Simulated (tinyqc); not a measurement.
UHF in the sto-3g basis, for BeH2, spin multiplicity 1, step by step. This run ends on a higher stationary point, not on the lowest solution. One step of it, computed by the program tinyqc.

Task: Iteration 1: building the Fock matrix. J_ij = sum D_kl (ij|kl) with D = D(alpha) + D(beta), K_ij = sum D_kl (ik|jl) for each spin; F = H + J - K(s); E = tr D H + tr D J / 2 - 0.5 sum_s tr D(s) K(s) + E_nn.

D(alpha) at the start, lower triangle:
```
            1Be 1s     1Be 2s    1Be 2px    1Be 2py    1Be 2pz      2H 1s     3H 1s
1Be 1s    1.073578
1Be 2s   -0.283288   1.085671
1Be 2px   0.000000   0.000000   0.406100
1Be 2py   0.000000   0.000000   0.504459   0.626640
1Be 2pz   0.000000   0.000000   0.060174   0.074749   0.008916
2H 1s     0.007139  -0.012569  -0.026407  -0.032803  -0.003913   0.001878
3H 1s     0.007139  -0.012569   0.026407   0.032803   0.003913  -0.001557  0.001878
```

D(beta) at the start, lower triangle:
```
            1Be 1s     1Be 2s    1Be 2px    1Be 2py    1Be 2pz      2H 1s     3H 1s
1Be 1s    1.073578
1Be 2s   -0.283288   1.085671
1Be 2px   0.000000   0.000000   0.406100
1Be 2py   0.000000   0.000000  -0.504459   0.626640
1Be 2pz   0.000000   0.000000   0.060174  -0.074749   0.008916
2H 1s     0.007139  -0.012569   0.026407  -0.032803   0.003913   0.001878
3H 1s     0.007139  -0.012569  -0.026407   0.032803  -0.003913  -0.001557  0.001878
```

core Hamiltonian H = T + V (hartree), lower triangle:
```
            1Be 1s     1Be 2s    1Be 2px    1Be 2py    1Be 2pz      2H 1s      3H 1s
1Be 1s   -8.424146
1Be 2s   -2.076816  -2.652430
1Be 2px   0.000000   0.000000  -2.142790
1Be 2py   0.000000   0.000000   0.000000  -2.266488
1Be 2pz   0.000000   0.000000   0.000000   0.000000  -2.142790
2H 1s    -0.163823  -0.620143   0.000000  -0.750710   0.000000  -1.719196
3H 1s    -0.163823  -0.620143   0.000000   0.750710   0.000000  -0.010900  -1.719196
```

Two-electron integrals (ij|kl) in chemists' order, unique and non-zero (hartree):
```
(11|11) 2.298831    (21|11) 0.392036    (21|21) 0.079539    (22|11) 0.570988
(22|21) 0.143041    (22|22) 0.417683    (31|31) 0.014607    (32|31) 0.021888
(32|32) 0.092265    (33|11) 0.569578    (33|21) 0.143083    (33|22) 0.417589
(33|33) 0.449859    (41|41) 0.014607    (42|41) 0.021888    (42|42) 0.092265
(43|43) 0.024249    (44|11) 0.569578    (44|21) 0.143083    (44|22) 0.417589
(44|33) 0.401360    (44|44) 0.449859    (51|51) 0.014607    (52|51) 0.021888
(52|52) 0.092265    (53|53) 0.024249    (54|54) 0.024249    (55|11) 0.569578
(55|21) 0.143083    (55|22) 0.417589    (55|33) 0.401360    (55|44) 0.401360
(55|55) 0.449859    (61|11) 0.029994    (61|21) 0.006086    (61|22) 0.011056
(61|33) 0.010986    (61|41) 0.000559    (61|42) 0.001053    (61|44) 0.011203
(61|55) 0.010986    (61|61) 0.000490    (62|11) 0.103520    (62|21) 0.026477
(62|22) 0.088644    (62|33) 0.084969    (62|41) 0.003371    (62|42) 0.023627
(62|44) 0.095900    (62|55) 0.084969    (62|61) 0.002248    (62|62) 0.033178
(63|31) 0.001971    (63|32) 0.010189    (63|43) 0.003710    (63|63) 0.002370
(64|11) 0.124144    (64|21) 0.032037    (64|22) 0.111620    (64|33) 0.105260
(64|41) 0.005277    (64|42) 0.036089    (64|44) 0.124215    (64|55) 0.105260
(64|61) 0.002794    (64|62) 0.046527    (64|64) 0.066274    (65|51) 0.001971
(65|52) 0.010189    (65|54) 0.003710    (65|65) 0.002370    (66|11) 0.278292
(66|21) 0.072183    (66|22) 0.271009    (66|33) 0.253629    (66|41) 0.008847
(66|42) 0.084493    (66|44) 0.305356    (66|55) 0.253629    (66|61) 0.006150
(66|62) 0.139257    (66|64) 0.204007    (66|66) 0.774606    (71|11) 0.029994
(71|21) 0.006086    (71|22) 0.011056    (71|33) 0.010986    (71|41) -0.000559
(71|42) -0.001053   (71|44) 0.011203    (71|55) 0.010986    (71|61) 0.000444
(71|62) 0.001892    (71|64) 0.002240    (71|66) 0.005179    (71|71) 0.000490
(72|11) 0.103520    (72|21) 0.026477    (72|22) 0.088644    (72|33) 0.084969
(72|41) -0.003371   (72|42) -0.023627   (72|44) 0.095900    (72|55) 0.084969
(72|61) 0.001892    (72|62) 0.014396    (72|64) 0.017305    (72|66) 0.043934
(72|71) 0.002248    (72|72) 0.033178    (73|31) 0.001971    (73|32) 0.010189
(73|43) -0.003710   (73|63) 0.000688    (73|73) 0.002370    (74|11) -0.124144
(74|21) -0.032037   (74|22) -0.111620   (74|33) -0.105260   (74|41) 0.005277
(74|42) 0.036089    (74|44) -0.124215   (74|55) -0.105260   (74|61) -0.002240
(74|62) -0.017305   (74|64) -0.020672   (74|66) -0.053379   (74|71) -0.002794
(74|72) -0.046527   (74|74) 0.066274    (75|51) 0.001971    (75|52) 0.010189
(75|54) -0.003710   (75|65) 0.000688    (75|75) 0.002370    (76|11) 0.001809
(76|21) 0.000447    (76|22) 0.001266    (76|33) 0.001256    (76|44) 0.001284
(76|55) 0.001256    (76|61) 0.000035    (76|62) 0.000272    (76|64) 0.000344
(76|66) 0.000837    (76|71) 0.000035    (76|72) 0.000272    (76|74) -0.000344
(76|76) 3.86e-06    (77|11) 0.278292    (77|21) 0.072183    (77|22) 0.271009
(77|33) 0.253629    (77|41) -0.008847   (77|42) -0.084493   (77|44) 0.305356
(77|55) 0.253629    (77|61) 0.005179    (77|62) 0.043934    (77|64) 0.053379
(77|66) 0.139257    (77|71) 0.006150    (77|72) 0.139257    (77|74) -0.204007
(77|76) 0.000837    (77|77) 0.774606
```

nuclear repulsion = 2.36737173 hartree

Give: Coulomb J; exchange K(alpha); exchange K(beta); F(alpha); F(beta); total energy of this density.

Result:

Coulomb J (hartree), lower triangle:
```
         1Be 1s  1Be 2s  1Be 2px  1Be 2py  1Be 2pz   2H 1s   3H 1s
1Be 1s   6.8789
1Be 2s   1.3501  2.8053
1Be 2px  0.0000  0.0000   2.8095
1Be 2py  0.0000  0.0000   0.0000   2.8252
1Be 2pz  0.0000  0.0000   0.0058   0.0000   2.7709
2H 1s    0.1039  0.5655   0.0000   0.7022   0.0000  1.6582
3H 1s    0.1039  0.5655   0.0000  -0.7022   0.0000  0.0087  1.6582
```

exchange K(alpha) (hartree), lower triangle:
```
         1Be 1s  1Be 2s  1Be 2px  1Be 2py  1Be 2pz   2H 1s   3H 1s
1Be 1s   2.3479
1Be 2s   0.4150  0.5472
1Be 2px  0.0000  0.0000   0.3006
1Be 2py  0.0000  0.0000   0.2089   0.3778
1Be 2pz  0.0000  0.0000   0.0256   0.0310   0.1316
2H 1s    0.0348  0.1120   0.0483   0.0907   0.0072  0.0625
3H 1s    0.0348  0.1120  -0.0483  -0.0907  -0.0072  0.0046  0.0625
```

exchange K(beta) (hartree), lower triangle:
```
         1Be 1s  1Be 2s  1Be 2px  1Be 2py  1Be 2pz   2H 1s   3H 1s
1Be 1s   2.3479
1Be 2s   0.4150  0.5472
1Be 2px  0.0000  0.0000   0.3006
1Be 2py  0.0000  0.0000  -0.2089   0.3778
1Be 2pz  0.0000  0.0000   0.0256  -0.0310   0.1316
2H 1s    0.0348  0.1120  -0.0483   0.0907  -0.0072  0.0625
3H 1s    0.0348  0.1120   0.0483  -0.0907   0.0072  0.0046  0.0625
```

F(alpha) (hartree), lower triangle:
```
          1Be 1s   1Be 2s  1Be 2px  1Be 2py  1Be 2pz    2H 1s    3H 1s
1Be 1s   -3.8931
1Be 2s   -1.1417  -0.3944
1Be 2px   0.0000   0.0000   0.3661
1Be 2py   0.0000   0.0000  -0.2089   0.1809
1Be 2pz   0.0000   0.0000  -0.0198  -0.0310   0.4966
2H 1s    -0.0947  -0.1666  -0.0483  -0.1392  -0.0072  -0.1235
3H 1s    -0.0947  -0.1666   0.0483   0.1392   0.0072  -0.0068  -0.1235
```

F(beta) (hartree), lower triangle:
```
          1Be 1s   1Be 2s  1Be 2px  1Be 2py  1Be 2pz    2H 1s    3H 1s
1Be 1s   -3.8931
1Be 2s   -1.1417  -0.3944
1Be 2px   0.0000   0.0000   0.3661
1Be 2py   0.0000   0.0000   0.2089   0.1809
1Be 2pz   0.0000   0.0000  -0.0198   0.0310   0.4966
2H 1s    -0.0947  -0.1666   0.0483  -0.1392   0.0072  -0.1235
3H 1s    -0.0947  -0.1666  -0.0483   0.1392  -0.0072  -0.0068  -0.1235
```

total energy of this density = -14.454060 hartree
